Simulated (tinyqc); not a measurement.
Carrier lifetime of an n-type layer with SRH, radiative, Auger and surface recombination: course of the iteration.

Uniform excess density dn = dp (no trapping), n = n0 + dn, p = p0 + dn, Boltzmann statistics, full ionisation. Surfaces enter as a rate 2 S dn/d, which holds while diffusion to them is fast.

Start: dn = 8e13 cm^-3.

With e = n p - ni^2 = dn (n0 + p0 + dn): U_SRH = e/(tp0 (n + n1) + tn0 (p + p1)), U_rad = B e, U_Aug = (Cn n + Cp p) e, U_s = 2 S dn/d. Substitution: tau = dn/U with U the sum, dn(new) = G tau.

Stop when the step is below 1e-10 of the value, or after 40 iterations.

Parameters, values chosen for the exercise; band and dielectric values close to those of indium phosphide: radiative coefficient B = 1.2e-10 cm^3/s; Auger coefficient (two electrons) Cn = 3.6e-30 cm^6/s; Auger coefficient (two holes) Cp = 3.1e-30 cm^6/s; surface recombination velocity (both faces) S = 0 cm/s; sample thickness d = 5 um; generation rate G = 1e22 cm^-3 s^-1.

n0 = 4.6e16 cm^-3
p0 = 4176.44 cm^-3
n1 = 4.14879e8 cm^-3
p1 = 4.63065e11 cm^-3
tn0 = 2.55102e-6 s
tp0 = 1.59439e-6 s

Course of the iteration:
```
iteration  dn before the step (cm^-3)  step (cm^-3)
1                                8e13       1.54e15
2                          1.62266e15      -3.99e13
3                          1.58281e15       1.02e12
4                          1.58383e15      -2.61e10
5                          1.58380e15        6.70e8
6                          1.58380e15       -1.72e7
7                          1.58380e15        4.39e5
8                          1.58380e15       -1.13e4
```

Did this iteration meet its convergence test, and what does its course show?

Yes. Converged in 8 iterations. At the solution d ln U/d ln dn = 1.03, so the logarithmic slope of the map is 1 - 1.03 = -0.03; its size is below 1, so substitution contracts.

Program tinyqc, `OMP_NUM_THREADS=1 python tinyqc.py 2300063 2300064 out.jsonl`; Intel Xeon 2.30GHz, shared host, one thread, about 0.01 s.
